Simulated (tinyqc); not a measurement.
Worked calculation: Jacobi rotations on a symmetric matrix. Computed by tinyqc, a small Python program that keeps every step. Settings: method = jacobi. Command: `OMP_NUM_THREADS=1 python tinyqc.py 31365 31366 out.jsonl` (the two numbers bound the seeds that draw the settings). One thread of a shared host (Intel(R) Xeon(R) Processor @ 2.60GHz), about 0.01 s of CPU time with the checks.

## Jacobi rotation 1

A:
```
          1         2         3         4         5
1   0.22000  -0.00200  -0.05900  -0.22200  -0.23800
2  -0.00200   0.50400  -0.47500  -0.11900   0.09500
3  -0.05900  -0.47500   0.54300   0.25700   0.06700
4  -0.22200  -0.11900   0.25700   0.91900  -0.38800
5  -0.23800   0.09500   0.06700  -0.38800   1.49800
```

Take the largest off-diagonal element A_pq; tan 2 theta = 2 A_pq / (A_qq - A_pp) with |theta| <= pi/4; A' = J^T A J with J_pp = J_qq = cos, J_pq = sin, J_qp = -sin.

p, q, theta (rad): 2.00000  3.00000  -0.76488

A':
```
          1         2         3         4         5
1   0.22000  -0.04230  -0.04118  -0.22200  -0.23800
2  -0.04230   0.04810   0.00000   0.09211   0.11493
3  -0.04118   0.00000   0.99890   0.26782  -0.01744
4  -0.22200   0.09211   0.26782   0.91900  -0.38800
5  -0.23800   0.11493  -0.01744  -0.38800   1.49800
```

## Jacobi rotation 2

As before.

p, q, theta (rad): 4.00000  5.00000  -0.46489

A':
```
          1         2         3         4         5
1   0.22000  -0.04230  -0.04118  -0.30514  -0.11321
2  -0.04230   0.04810   0.00000   0.13386   0.06144
3  -0.04118   0.00000   0.99890   0.23157  -0.13566
4  -0.30514   0.13386   0.23157   0.72440   0.00000
5  -0.11321   0.06144  -0.13566   0.00000   1.69260
```

## Jacobi rotation 3

As before.

p, q, theta (rad): 1.00000  4.00000  -0.44005

A':
```
          1        2         3        4         5
1   0.07633  0.01875   0.06139  0.00000  -0.10243
2   0.01875  0.04810   0.00000  0.13912   0.06144
3   0.06139  0.00000   0.99890  0.22705  -0.13566
4   0.00000  0.13912   0.22705  0.86807   0.04823
5  -0.10243  0.06144  -0.13566  0.04823   1.69260
```

## All rotations

The off-diagonal norm falls at every rotation.

Rotations:
```
step    p    q      theta  off-diagonal norm
1       2    3   -0.76488           8.41e-01
2       4    5   -0.46489           6.37e-01
3       1    4   -0.44005           4.69e-01
4       3    4   -0.64515           3.42e-01
5       4    5    0.11840           2.97e-01
6       1    5   -0.06469           2.56e-01
7       2    4    0.15707           2.11e-01
8       3    5   -0.14615           1.76e-01
9       2    3    0.07989           1.20e-01
10      2    5    0.03454           8.68e-02
11      1    3    0.04135           5.84e-02
...   ...  ...        ...                ...
20      2    3    0.00090           1.01e-03
21      1    3   -0.00062           3.18e-04
22      1    2   -0.00337           7.64e-05
23      1    4    0.00008           3.59e-05
24      4    5   2.06e-05           1.97e-05
25      3    4   2.69e-05           8.28e-06
26      1    5  -3.44e-06           2.04e-06
27      3    5   2.55e-06           3.18e-07
28      2    4  -2.60e-07           1.93e-07
29      2    3  -1.17e-07           2.52e-08
30      2    5   1.04e-08           7.48e-10
```

eigenvalues: 0.01225  0.07704  0.69877  1.16796  1.72799
